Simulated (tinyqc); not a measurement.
Inside a calculation. Model: nanowire ballistic transistor, top-of-the-barrier model.

Program tinyqc, `OMP_NUM_THREADS=1 python tinyqc.py 2400159 2400160 out.jsonl`; Intel Xeon 2.30GHz, shared host, one thread, about 0.06 s. Printed values are rounded.

At the top of the source barrier, states moving towards the drain are filled by the source (Fermi level 0) and states moving back by the drain (Fermi level -q Vd); nothing scatters. U is the shift of the band edge there, set by the capacitances CG, CD and CS (the total) and by the charge. Parabolic one-dimensional subbands; the source is grounded.

Inputs (values chosen for the exercise); mass and valleys close to those of gallium arsenide:

| symbol | value | unit | meaning |
|---|---|---|---|
| T | 300 | K | temperature |
| m | 0.0648 | m0 | effective mass |
| gv | 1 |  | valley degeneracy |
| eox | 3.9 |  | relative permittivity of the gate insulator |
| tox | 3.7 | nm | insulator thickness |
| d | 6 | nm | wire diameter |
| dE | 0.23 | eV | offset of a second subband (0: none) |
| aG | 0.78 |  | gate control CG/CS |
| aD | 0.043 |  | drain control CD/CS |
| E0 | 0.22 | eV | band edge at the barrier top above the source Fermi level at zero bias |
| Vg | 0.5 | V | gate voltage |
| Vd | 0.05 | V | drain voltage |

Constants: q = 1.602176634e-19 C, kB = 1.380649e-23 J/K, hbar = 1.054571817e-34 J s, h = 6.62607015e-34 J s, m0 = 9.1093837015e-31 kg, Vt = kB T/q, eps0 = 8.8541878128e-14 F/cm where lengths are in cm. Results are converted to the units shown.

## Density of states, capacitances and charge at zero bias

N0 = gv sqrt(2 m kB T/pi)/hbar, CG = 2 pi eps0 eox/ln(1 + 2 tox/d), CS = CG/aG, n0 = n at U = 0 and Vd = 0. eta1 = -(E0 + U)/Vt, eta2 = eta1 - Vd/Vt, n = (N0/2)[F_(-1/2)(eta1) + F_(-1/2)(eta2)], F_(-1/2)(x) = (1/sqrt(pi)) int_0^infinity u^(-1/2)/(1 + exp(u - x)) du. Each F is summed over the two subbands, F(eta) + F(eta - dE/Vt), which share the mass. UL = -(aG Vg + aD Vd).

N0 = 1.18304e6 cm^-1
CG = 2.70029 pF/cm
CS = 3.46191 pF/cm
n0 = 238.319 cm^-1
UL = -0.392150 eV

## Iteration 1: self-consistent potential at the barrier top

U at the start (U = UL) = -0.392150 eV

eta1 = -(E0 + U)/Vt, eta2 = eta1 - Vd/Vt, n = (N0/2)[F_(-1/2)(eta1) + F_(-1/2)(eta2)], F_(-1/2)(x) = (1/sqrt(pi)) int_0^infinity u^(-1/2)/(1 + exp(u - x)) du. Each F is summed over the two subbands, F(eta) + F(eta - dE/Vt), which share the mass. U(out) = UL + q (n - n0)/CS. U(new) = U + 0.5 (U(out) - U).

eta1 = 6.65906
eta2 = 4.72497
n = 3.19029e6 cm^-1
U(out) = -0.244514 eV
U after iteration 1 = -0.318332 eV

## Iteration 2: self-consistent potential at the barrier top

As before.

eta1 = 3.80365
eta2 = 1.86956
n = 2.09452e6 cm^-1
U(out) = -0.295226 eV
U after iteration 2 = -0.306779 eV

## Course of the iteration: self-consistent potential at the barrier top

Stop when U changes by less than 1e-9 eV, or after 90 iterations.

Course of the iteration:
```
iteration,U (eV),|change| (eV)
1,-0.318332,0.0738
2,-0.306779,0.0116
3,-0.305699,1.08e-3
4,-0.305609,8.97e-5
5,-0.305602,7.37e-6
6,-0.305601,6.05e-7
7,-0.305601,4.96e-8
8,-0.305601,4.07e-9
9,-0.305601,3.34e-10
```

Converged in 9 iterations. At the end each change is about 0.082 times the one before: linear convergence.

## Current, mean velocity and share of the gate voltage

converged U = -0.305601 eV

N0 = gv sqrt(2 m kB T/pi)/hbar, CG = 2 pi eps0 eox/ln(1 + 2 tox/d), CS = CG/aG, n0 = n at U = 0 and Vd = 0. eta1 = -(E0 + U)/Vt, eta2 = eta1 - Vd/Vt, n = (N0/2)[F_(-1/2)(eta1) + F_(-1/2)(eta2)], F_(-1/2)(x) = (1/sqrt(pi)) int_0^infinity u^(-1/2)/(1 + exp(u - x)) du. Each F is summed over the two subbands, F(eta) + F(eta - dE/Vt), which share the mass. I = gv (2 q^2/h) Vt [ln(1 + exp eta1) - ln(1 + exp eta2)], summed over both subbands. Mean velocity I/(q n). CQ = (q/Vt) dn/d(eta1); the band edge follows the gate as -dU/dVg = aG/(1 + CQ/CS).

eta1 = 3.31120
n = 1.87034e6 cm^-1
I = 3.50156 uA
mean velocity = 1.16850e7 cm/s
CQ = 2.89374 pF/cm
-dU/dVg = 0.424864 eV/V

The carriers from the source are degenerate (eta1 = 3.31), and the mean velocity is 0.553 times vT = sqrt(2 kB T/(pi m)) = 2.11e7 cm/s. The drain fills a good part of the returning states, which lowers the mean.
